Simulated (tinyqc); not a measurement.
# Worked calculation: thin film between two gates, subbands and threshold shift from confinement

Computed by the program tinyqc: `OMP_NUM_THREADS=1 python tinyqc.py 2350030 2350031 out.jsonl`, one thread of a shared Intel Xeon 2.30GHz, about 0.07 s for the whole run. Printed values are rounded.

Undoped body with a flat potential across it, hard walls, transport along x. Three valley pairs (g = 2 each) with the longitudinal mass along x, y or z. Non-parabolicity enters the subband edges through E (1 + al E) = gamma, so E = 2 gamma/(1 + sqrt(1 + 4 al gamma)); motion within a subband is taken as parabolic with the band-edge mass. Energies are counted from the bulk band edge.

Inputs (values chosen for the exercise); masses close to those of silicon: temperature T = 200 K; longitudinal mass ml = 0.908 m0; transverse mass mt = 0.19 m0; non-parabolicity al = 0 1/eV; film thickness (along z) t = 2.7 nm; widening of the box by penetration into the insulator dl = 0 nm.

Constants: q = 1.602176634e-19 C, kB = 1.380649e-23 J/K, hbar = 1.054571817e-34 J s, m0 = 9.1093837015e-31 kg, Vt = kB T/q, hbar^2/(2 m0) = 0.0380998212 eV nm^2. Results are converted to the units shown.

Range of the model: Levels near or above 1 eV lie beyond real barriers and upper valleys; they are listed for the hard-wall model only. Below about 3 nm the effective-mass picture with bulk masses becomes unreliable.

## Lowest subbands

gamma = C (pi k/(t + dl))^2/mz, C = hbar^2/(2 m0). List the 6 lowest, labelled by valley axis and quantum numbers, with degeneracy g and N_k: N_k = g sqrt(mx my) m0 kB T/(pi hbar^2).

```
subband,E_k (eV),g,N_k (cm^-2)
z1,0.0568080,2,2.73580e12
z2,0.227232,2,2.73580e12
x1,0.271482,2,5.98067e12
y1,0.271482,2,5.98067e12
z3,0.511272,2,2.73580e12
z4,0.908928,2,2.73580e12
```

## Threshold shift

Each subband has N_k = g sqrt(mx my) m0 kB T/(pi hbar^2); without degeneracy n = exp(EF/Vt) sum N_k exp(-E_k/Vt). Classical value Nc times t, Nc = sum over valleys of 2 g (m m0 kB T/(2 pi hbar^2))^1.5 with m = (mx my mz)^(1/3). Threshold shift dVT = Vt ln(classical value/sum N_k exp(-E_k/Vt)). Use the subbands listed.

```
subband,shares (%)
z1,99.9932
z2,0.0051
x1,0.0009
y1,0.0009
z3,0.0000
z4,0.0000
```

sum N_k exp(-E_k/Vt) = 1.01301e11 cm^-2
Nc = 1.48383e19 cm^-3
classical value = 4.00633e12 cm^-2
dVT = 63.3810 mV

With all subbands dVT = 63.38 mV. The lowest edge lies at 56.8 meV; dVT is larger than that, since sum N_k exp(-(E_k - E_1)/Vt) falls short of the classical value.
